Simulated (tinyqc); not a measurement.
Binding against position: donor or exciton in a quantum well (variational effective-mass method). Computed by tinyqc, a small Python program. Command: `OMP_NUM_THREADS=1 python tinyqc.py 3004499 3004500 out.jsonl welldonor walk`. One thread of a shared host (Intel(R) Xeon(R) Processor @ 2.30GHz), about 0.1 s of CPU time with the checks.

H = -nabla^2 - 2/|r - r_i| + V(z) in effective units; trial function psi = f(z) exp(-|r - r_i|/lambda), f the ground state of the well. Mass and screening are the same in well and barrier; l = L/a* is the width in effective units. Bands are flat: no polarisation or applied field.

Inputs (values chosen for the exercise, modelled on GaAs): electron mass m = 0.0669 m_0; dielectric constant eps = 12.8; well width L = 7.8 nm; barrier height V_0 = 0.18 eV.

Centre: donor. Barriers: finite.

Constants: Ry = 13.605693123 eV; a_0 = 0.529177210903 angstrom.

Method:
- Ry* = Ry m/eps^2, a* = a_0 eps/m; l = L/a*.
- k solves k tan(k l/2) = sqrt(v - k^2), v = V_0/Ry*, 0 < k l/2 < pi/2 (bisection); f = cos(k z) inside and cos(k l/2) exp(-kappa (|z| - l/2)) outside, kappa = sqrt(v - k^2); subband energy k^2 Ry*.
- Binding E_b(lambda) = -1/lambda^2 + 4 A/(lambda B), with A = int f^2 exp(-2 s/lambda) dz, B = int f^2 exp(-2 s/lambda)(1 + 2 s/lambda) dz and s = |z - z_i|; 40 Gauss-Legendre points on each piece between the walls at z = -l/2 and l/2 and z_i, and out to 12/(kappa + 1/lambda) beyond the walls.
- Each row maximises over lambda (golden section, 0.3 to 4).

l = 0.770388

Ry* = 5.55555 meV

Against position:
```
z_i/L  lambda (a*)  binding (Ry*)  binding (meV)
0.0         0.8395         2.1281         11.823
0.1         0.8484         2.0918         11.621
0.2         0.8767         1.9884         11.047
0.3         0.9275         1.8347         10.193
0.4         1.0034         1.6563          9.202
0.5         1.1009         1.4805          8.225
```

From the centre to the wall the binding falls from 11.823 to 8.225 meV, 70 % of the centre value, since the walls keep the electron away from an off-centre ion; uniform doping thus gives a band of levels 3.598 meV wide, with a peak in its density at the centre value, where the slope vanishes.

Extremes, crossings and ranges named in words are read from the listed rows.
